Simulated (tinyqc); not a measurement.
Transmission around the level: tunnelling through a thin dielectric with one trap, as a tight-binding chain.

Hopping -t everywhere, t = c/(m a^2), c = hbar^2/2m0; lead sites at 2t (band bottom 0), barrier sites 1 to N at 2t + phi, and site j has U besides. No voltage. Leads give S = -t exp(ika) on sites 1 and N, cos(ka) = 1 - E/(2t). T = (2 t sin(ka))^2 |G_1N|^2, G = (E - H - S)^-1. In the barrier cosh(q a) = 1 + (phi - E)/(2t).

Resonance: the lowest eigenvalue of H + S(E), iterated until its real part equals E (40 rounds from Eb = phi + 2t - sqrt(4t^2 + U^2), the level in an endless barrier). With v the normalised squared amplitudes of that state, Gamma_L = 2 t sin(ka) v_1, Gamma_R = 2 t sin(ka) v_N; Breit-Wigner T = Gamma_L Gamma_R/((E - Er)^2 + (Gamma_L + Gamma_R)^2/4).

Constants: hbar^2/2m0 = 3.80998211 eV angstrom^2.

Parameters, chosen for this exercise (barrier and mass of the size used for Si3N4 on silicon; the results hold for these values, not for the real material): a = 3 angstrom (site spacing); m = 0.44 m0 (mass, the same in leads and barrier); phi = 2.15 eV (conduction edge of the barrier above that of the leads); N = 10 (barrier sites); j = 5 (site of the trap); U = -2.74 eV (extra energy on the trap site).

Er = 0.72605 eV

widths (meV): left 0.14075, right 0.014060

Energies Er + x (Gamma_L + Gamma_R).

T:

| x | E (eV) | chain | Breit-Wigner | no trap |
|---|---|---|---|---|
| -8.0 | 0.7248 | 0.00128 | 0.00129 | 3.90e-10 |
| -3.0 | 0.7256 | 0.00890 | 0.00893 | 3.92e-10 |
| -1.0 | 0.7259 | 0.0660 | 0.0661 | 3.93e-10 |
| -0.5 | 0.7260 | 0.165 | 0.165 | 3.93e-10 |
| 0.0 | 0.7261 | 0.330 | 0.330 | 3.94e-10 |
| 0.5 | 0.7261 | 0.165 | 0.165 | 3.94e-10 |
| 1.0 | 0.7262 | 0.0661 | 0.0661 | 3.94e-10 |
| 3.0 | 0.7265 | 0.00895 | 0.00893 | 3.95e-10 |
| 8.0 | 0.7273 | 0.00130 | 0.00129 | 3.97e-10 |

What can be read from this table?

At Er the chain gives 0.330, 8.39e+08 times the value without trap, and Breit-Wigner 0.330. In the wings the single pole gives 1.01 times the chain value at x = -8 and 0.992 times at x = 8, because the widths and the level shift change with energy.

(tinyqc, `OMP_NUM_THREADS=1 python tinyqc.py 1481420 1481421 out.jsonl`, Intel(R) Xeon(R) Processor @ 2.30GHz, 1 thread, shared host, about 0.1 s.)
